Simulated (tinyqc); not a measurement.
# Changing the temperature of use T

Model: self-consistent Fermi level with native defects, at growth and after a quench. Computed by tinyqc, a small Python program. Command: `OMP_NUM_THREADS=1 python tinyqc.py 3020217 3020218 out.jsonl scfermi sweep`. One thread of a shared host (Intel(R) Xeon(R) Processor @ 2.30GHz), about 0.1 s of CPU time with the checks.

Energies are counted from the top of the valence band (VBM); when the gap shrinks with temperature the conduction band moves and the levels stay. D and A draw on one reservoir with opposite signs, as the two vacancies of a compound do.

Inputs (values chosen for the exercise, with bands modelled on CdTe):
```
quantity                                value   unit
gap E_g at 300 K                         1.53     eV
slope -dE_g/dT above 300 K            0.00025   eV/K
electron mass m_e                      0.0955    m_0
valleys M_c                                 1      -
hole mass m_h                           0.636    m_0
E_f of the neutral native donor D       1.101     eV
E_f of the neutral native acceptor A    2.969     eV
shift s of the chemical potential       -0.13     eV
site density N_s                      1.7e+22  cm^-3
growth temperature T_g                   1130      K
```

Added shallow dopant: none.

levels of D above the VBM, most positive state first (eV): 0.825  1.16

levels of A above the VBM, (0/-1) first (eV): 0.103  0.396

Constants: m_0 = 9.1093837015e-31 kg; k_B = 1.380649e-23 J/K; h = 6.62607015e-34 J s; k_B = 8.617333262e-05 eV/K.

Method:
- E_f(D, 0) = input + s and E_f(A, 0) = input - s; E_f(q, E_F = 0) follows from the levels, eps(q/q-1) = E_f(q - 1) - E_f(q) at E_F = 0.
- E_g(T) = E_g - slope x max(0, T - 300 K).
- N_c = 2 M_c (2 pi m_e k_B T/h^2)^(3/2) and N_v = 2 (2 pi m_h k_B T/h^2)^(3/2), masses in units of m_0.
- At growth T = T_g.
- n = N_c F_1/2((E_F - E_g)/k_B T), p = N_v F_1/2(-E_F/k_B T).
- F_1/2(eta) = (2/sqrt(pi)) int_0^infinity sqrt(x)/(1 + exp(x - eta)) dx, by the trapezoid rule in t = sqrt(x) with step 0.02 up to t = 12 (for eta < -12 by exp(eta) - exp(2 eta)/2^(3/2)).
- In equilibrium c_q = N_s exp(-(E_f(q, 0) + q E_F)/k_B T).
- Net charge = p - n + sum q c_q; the log ratio is ln(positive charge/negative charge).
- E_F is the root of the log ratio, by 50 bisections between -0.5 eV and E_g + 0.5 eV.
- After a quench the totals of D and A stay as grown, and each is shared among its charge states with weights exp(-(E_f(q, 0) + q E_F)/k_B T).

One run for each value; columns: (1) temperature of use T (K); (2) E_F after the quench (eV); (3) n after the quench (cm^-3); (4) p after the quench (cm^-3); (5) total D (cm^-3); (6) total A (cm^-3):
```
(1)    (2)        (3)        (4)        (5)        (6)
150  1.204  2.824e+06  1.639e-22  1.697e+18  2.815e+16
210  1.221  1.667e+10  3.709e-11  1.697e+18  2.815e+16
280  1.241  4.258e+12  5.205e-04  1.697e+18  2.815e+16
340  1.259  1.197e+14  3.376e+00  1.697e+18  2.815e+16
410  1.278  2.047e+15  3.991e+03  1.697e+18  2.815e+16
470  1.289  1.082e+16  3.745e+05  1.697e+18  2.815e+16
540  1.292  3.840e+16  2.711e+07  1.697e+18  2.815e+16
600  1.286  7.923e+16  5.640e+08  1.697e+18  2.815e+16
```

Over the rows, E_F after the quench (eV) goes from 1.20 through a maximum among these rows, 1.29 at 540, to 1.29. The frozen totals stay; only their charge states and the carriers answer to T. Densities far below 1 cm^-3 are nominal.

Extremes, crossings and ranges named in words are read from the listed rows.
